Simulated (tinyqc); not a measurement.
Inside a calculation. Model: Berg model of reactive sputtering of a nitride or oxide: poisoning, hysteresis and pumping speed. Computed by tinyqc, a small Python program that keeps every step. Command: `OMP_NUM_THREADS=1 python tinyqc.py 3022237 3022238 out.jsonl berg walk`. One thread of a shared host (Intel(R) Xeon(R) Processor @ 2.30GHz), about 0.04 s of CPU time with the checks. Intermediate numbers are printed to about 7 digits and carried at full precision; extremes and crossings named in words are read from the listed rows.

A diatomic gas reacts with bare metal on the target and on the collecting surfaces; ions remove metal and compound from the target. theta_t and theta_c are the compound fractions.

Inputs (values chosen for the exercise, close to those used for tantalum nitride): ion current density J = 24 mA/cm^2; target area A_t = 160 cm^2; collecting area A_c = 2000 cm^2; metal yield Y_m = 0.61; compound yield Y_c = 0.22; sticking coefficient alpha = 0.49; reactive atoms per metal atom z = 1; gas mass M = 28 u; pumping speed S = 1500 l/s; gas temperature T = 300 K; reactive partial pressure P = 0.017 Pa.

Constants: e = 1.602176634e-19 C; u = 1.6605390666e-27 kg; k_B = 1.380649e-23 J/K.

## Steady state at the pressure P

Ion flux j = J/e; gas flux F = P/sqrt(2 pi M k_B T). Target: (2/z) alpha F (1 - theta_t) = j Y_c theta_t. Sputtered flows F_c = j Y_c theta_t A_t, F_m = j Y_m (1 - theta_t) A_t. Collector: (2/z) alpha F (1 - theta_c) A_c + F_c (1 - theta_c) = F_m theta_c. Gas use Q = alpha F [(1 - theta_t) A_t + (1 - theta_c) A_c] + P S/(k_B T); 1 sccm = 4.4780e17 molecules/s. Rate R = F_m + F_c, given relative to j Y_m A_t.

ion flux j = 1.497962e+17 1/(cm^2 s)

gas flux F = 4.887122e+16 1/(cm^2 s)

theta_t = 0.5923860

theta_c = 0.9431741

gas use (sccm): target 3.48766, collector 6.07773, pump 13.74838

total flow Q = 23.31377 sccm

rate relative to clean metal = 0.6212614

The target is partly covered. The film is 94.3 % compound.

## Critical pumping speed

P is a single-valued function of the flow Q only if dQ/dP > 0 everywhere: S must exceed k_B T times the steepest fall of the surface terms with P.

pressure of the steepest fall = 0.01514461 Pa

critical pumping speed = 169.1802 l/s

S is 8.87 times the critical value: no hysteresis.

## Flow curve at three pumping speeds

The formulas are those given above.

Pressure as the free variable:
```
P (Pa)     theta_t    theta_c  relative rate  Q at S_c/4 (sccm)  Q at S_c (sccm)  Q at 2 S_c (sccm)
0.00076  0.0610074  0.2511411      0.9609953            3.95714          4.00914            4.07846
0.00150  0.1136579  0.4112368      0.9273335            6.25957          6.36218            6.49900
0.00300  0.2041163  0.6071056      0.8694994            8.68569          8.89092            9.16456
0.00530  0.3118105  0.7579572      0.8006458           10.02739         10.38997           10.87340
0.00910  0.4375525  0.8669512      0.7202533           10.40085         11.02339           11.85343
0.01500  0.5618503  0.9317710      0.6407843           10.08875         11.11491           12.48312
0.02400  0.6723159  0.9666300      0.5701587            9.54418         11.18603           13.37516
0.03800  0.7646259  0.9844702      0.5111408            9.08100         11.68060           15.14673
0.06100  0.8390935  0.9932880      0.4635304            8.90707         13.08010           18.64415
0.12000  0.9111790  0.9980966      0.4174429            9.53794         17.74719           28.69286
```

At S_c/4 the flow falls with pressure in 4 of the intervals: as the target poisons, less metal arrives to getter the gas. At 2 S_c it rises throughout. Coverages and rate depend on P alone, not on S. The collector converts before the target (theta_c = 0.87 at theta_t = 0.44), since the metal is spread over a larger area and no ions clean it. The rate tends to Y_c/Y_m = 0.361.

Checks made by the program: gas taken up by surfaces against gas bound in the growing film (relative difference below 1e-10).
